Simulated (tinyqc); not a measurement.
MOSFET in the linear regime without short-channel effects, parameter extraction from computed curves: two steps of the calculation.

Inversion charge Q = Cox n Vt W0(exp((Vg - VT)/(n Vt))), W0 the Lambert function and n = nf; u = Q/Cox; mobility mu = mu0/(1 + th1 u + th2 u^2); channel resistance Rch = (L - dL)/(W mu Q); Id = Vd/(Rch + Rsd/W). Cox = eps0 eox/tox. Small Vd, no channel-length or drain effects.

Inputs (values chosen for the exercise); channel values of the order met in silicon transistors: relative permittivity of the gate insulator (close to silicon dioxide) eox = 3.9; insulator thickness tox = 7.5 nm; low-field mobility mu0 = 210 cm^2/(V s); second mobility attenuation factor th2 = 0 1/V^2; threshold voltage VT = 0.29 V; gate width W = 1 um; drawn gate length L = 0.27 um; drawn less effective length dL = 0.007 um; drain voltage Vd = 0.05 V.

Constants: eps0 = 8.8541878128e-14 F/cm where lengths are in cm. Results are converted to the units shown.

Problem 1. Threshold and mobility at the peak transconductance. gm_i = (Id_(i+1) - Id_(i-1))/(Vg_(i+1) - Vg_(i-1)); at the point j of largest gm the tangent meets the axis at V_ext = Vg_j - Id_j/gm_j; field-effect mobility gm_j L/(W Cox Vd) with the drawn L.

```
point,Vg (V),Id (uA)
0,0.13,0.0039783398
1,0.21,0.044985249
2,0.29,0.33285396
3,0.37,1.0873744
4,0.45,2.1170248
5,0.53,3.2498989
6,0.61,4.4157751
7,0.69,5.5847961
8,0.77,6.7427212
9,0.85,7.8822081
10,0.93,8.9993352
```

Wanted: gm; j; V_ext; field-effect mobility.

Solution 1.

```
point,gm (uS)
1,2.0555
2,6.5149
3,11.151
4,13.516
5,14.367
6,14.593
7,14.543
8,14.359
9,14.104
```

j = 6
V_ext = 0.30741 V
field-effect mobility = 171.15 cm^2/(V s)

V_ext is 17 mV above the model VT, and the mobility so found is 21 % below mu0 L/(L - dL) = 216 cm^2/(V s), the value for the drawn L; attenuation, series resistance and the slow approach of Q to a straight line all lower the peak gm.

Problem 2. The Y function. Y_i = Id_i/sqrt(gm_i). For Id = beta Vd x/(1 + th x), x = Vg - VT, Y = sqrt(beta Vd) x whatever th. Slope s from points 6 and 9; VT_Y = Vg - Y/s at point 9; beta = s^2/Vd; mobility beta L/(W Cox) with the drawn L; th* = (beta Vd x/Id - 1)/x at point 9.

```
point,Vg (V),Id (uA)
0,0.13,0.0039783398
1,0.21,0.044985249
2,0.29,0.33285396
3,0.37,1.0873744
4,0.45,2.1170248
5,0.53,3.2498989
6,0.61,4.4157751
7,0.69,5.5847961
8,0.77,6.7427212
9,0.85,7.8822081
10,0.93,8.9993352
```

```
point,gm (uS)
1,2.0554726
2,6.5149324
3,11.151068
4,13.515778
5,14.367189
6,14.593108
7,14.543413
8,14.358825
9,14.103837
```

Find: Y; s; VT_Y; beta; mobility from Y; th*.

Solution 2.

```
point,Y (uA^0.5 V^0.5)
1,0.03138
2,0.1304
3,0.3256
4,0.5758
5,0.8574
6,1.156
7,1.464
8,1.779
9,2.099
```

s = 3.929 uA^0.5 V^-0.5
VT_Y = 0.3158 V
beta = 308.7 uA/V^2
mobility from Y = 181.0 cm^2/(V s)
th* = 0.08636 1/V

The mobility from Y is 16 % below mu0 L/(L - dL) = 216 cm^2/(V s), which it should reach in deep inversion when th2 = 0.

Numbers from tinyqc (`OMP_NUM_THREADS=1 python tinyqc.py 2210089 2210090 out.jsonl`; about 0.01 s on one thread of a shared Intel Xeon 2.30GHz).
